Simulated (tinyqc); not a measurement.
Worked calculation: Ewald sum of point charges, fluorite, strained along z by a factor 1.17, lattice. Computed by tinyqc, a small Python program that keeps every step. Command: `OMP_NUM_THREADS=1 python tinyqc.py 22464 22465 out.jsonl` (the two numbers bound the seeds that draw the settings). One thread of a shared host (Intel(R) Xeon(R) Processor @ 2.60GHz), about 0.05 s of CPU time with the checks.

## Ewald sum with eta = 0.533 1/bohr

cell vectors (rows) (bohr):
```
          1         2         3
1  0.000000  3.085000  3.609000
2  3.085000  0.000000  3.609000
3  3.085000  3.085000  0.000000
```

Charges:
```
q                f1        f2        f3
4.000000   0.000000  0.000000  0.000000
-2.000000  0.250000  0.250000  0.250000
-2.000000  0.750000  0.750000  0.750000
```

Real space: 1/2 sum q_i q_j erfc(eta r)/r over all images with r > 0; reciprocal space: (2 pi/V) sum_(G != 0) exp(-G^2/4 eta^2)/G^2 |S(G)|^2 with S(G) = sum q exp(i G.r); self term -eta/sqrt(pi) sum q^2; background -pi Q^2/(2 V eta^2), Q the total charge.

Real-space shells (first ones):
```
r (bohr)  pairs  sum (hartree)
2.831048     16      -0.742505
3.085000      8       0.103990
3.609000      4       0.014454
4.362849     12       0.011077
4.747853     24       0.006979
5.200893     32      -0.002177
5.662096     16       0.000111
5.836488     16      -0.000119
6.170000     12       0.000026
6.788500     16      -2.93e-06
6.898270     16       9.26e-07
7.147991     16       3.19e-07
```

Reciprocal shells (first ones that count):
```
G^2 (1/bohr^2)  vectors  sum (hartree)
2.831801              8       0.342088
3.031000              2       0.268215
4.148102              4       0.146661
8.893801              8       0.000525
11.128004            16       0.000118
11.327204             8       0.000194
16.272103             8       1.74e-06
17.190005            16       3.67e-07
19.424208             8       2.27e-08
19.623407             8       7.55e-08
20.740509             8       2.67e-08
21.017802             8       5.17e-09
```

## The total does not depend on eta

The same sums for other eta.

Totals (hartree per cell):
```
eta            real  reciprocal        self  background        total
0.533000  -0.608164    0.757803   -7.217113    0.000000  -7.06747434
0.733000  -0.067805    2.925554   -9.925223    0.000000  -7.06747434
0.994000  -0.001484    6.393316  -13.459307    0.000000  -7.06747434
```

shortest distance = 2.831048 bohr

Madelung constant -E d / (formula units |q+ q-|) = 2.501045
